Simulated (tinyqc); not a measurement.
Adding salt: a particle near a wafer in liquid: double-layer and van der Waals forces (DLVO), deposition barrier and removal. Computed by tinyqc, a small Python program. Command: `OMP_NUM_THREADS=1 python tinyqc.py 3112463 3112464 out.jsonl dlvo walk`. One thread of a shared host (Intel(R) Xeon(R) Processor @ 2.30GHz), about 0.01 s of CPU time with the checks.

Sphere and flat wall, Derjaguin approximation, constant potentials in the linear-superposition form, no retardation and no hydration force.

Inputs (values chosen for the exercise, of the order of those for silica on silica in water):

| quantity | value | unit |
|---|---|---|
| particle radius R | 41 | nm |
| Hamaker constant A | 5.5e-21 | J |
| potential of the particle psi_1 | -12 | mV |
| potential of the wafer psi_2 | -59 | mV |
| salt concentration c | 0.00026 | mol/L |
| valence z of the symmetric salt | 1 | - |
| temperature T | 293 | K |
| dielectric constant of the liquid | 80.2 | - |

Constants: e = 1.602176634e-19 C; N_A = 6.02214076e+23 1/mol; eps_0 = 8.8541878128e-12 F/m; k_B = 1.380649e-23 J/K; k_B = 8.617333262e-05 eV/K.

Method:
- kappa^2 = 2 z^2 e^2 N_A (1000 c)/(eps eps_0 k_B T); gamma_i = tanh(z e psi_i/(4 k_B T)); Z = 64 pi eps eps_0 (k_B T/(z e))^2 gamma_1 gamma_2.
- The barrier height is zero when U = 0 and F = 0 together: kappa h = 1 and kappa = 6 Z/(e A), e = 2.718282 here; c follows from kappa^2, with the potentials held fixed.
- U(h) = Z R exp(-kappa h) - A R/(6 h); F(h) = -dU/dh = kappa Z R exp(-kappa h) - A R/(6 h^2), positive for repulsion.
- F = 0 reads x^2 exp(-x) = y with x = kappa h and y = A kappa/(6 Z); the left side peaks at x = 2 with 4/e^2 = 0.5413, so roots exist for smaller y: x < 2 is the barrier, x > 2 the secondary minimum.
- kappa scales as sqrt(c); potentials are held fixed. A dash marks rows without a maximum.

critical concentration = 0.479175 mol/L

kappa = 0.0528994 1/nm

Z = 5.65870 pN

Against the concentration:

| c (mol/L) | Debye length (nm) | barrier at (nm) | barrier (k_B T) | minimum at (nm) | minimum (k_B T) |
|---|---|---|---|---|---|
| 4.79e-05 | 44.042 | 2.7559 | 50.502 | 4.5197e+02 | -1.8553e-02 |
| 4.79e-04 | 13.927 | 1.5903 | 45.321 | 1.2262e+02 | -6.7159e-02 |
| 4.79e-03 | 4.404 | 0.9398 | 36.446 | 3.2020e+01 | -2.5024e-01 |
| 2.40e-02 | 1.968 | 0.6692 | 26.934 | 1.2042e+01 | -6.4546e-01 |
| 9.58e-02 | 0.985 | 0.5201 | 15.958 | 4.9630e+00 | -1.5005e+00 |
| 2.40e-01 | 0.622 | 0.4592 | 7.185 | 2.6320e+00 | -2.6954e+00 |
| 4.31e-01 | 0.464 | 0.4409 | 1.117 | 1.6869e+00 | -3.9916e+00 |
| 7.19e-01 | 0.359 | 0.4534 | -4.244 | 1.0723e+00 | -5.7597e+00 |
| 1.44e+00 | 0.254 | - | - | - | - |

What follows from these numbers?

At low salt the barrier tends to Z R = 57.4 k_B T; it is half of that between 0.0048 and 0.024 mol/L and changes sign at 0.48 mol/L, while the secondary minimum deepens to -4.0 k_B T at 0.9 of that. Caution: kappa R is not large, so the Derjaguin approximation is only rough at gaps of the order of the Debye length.

Extremes, crossings and ranges named in words are read from the listed rows.
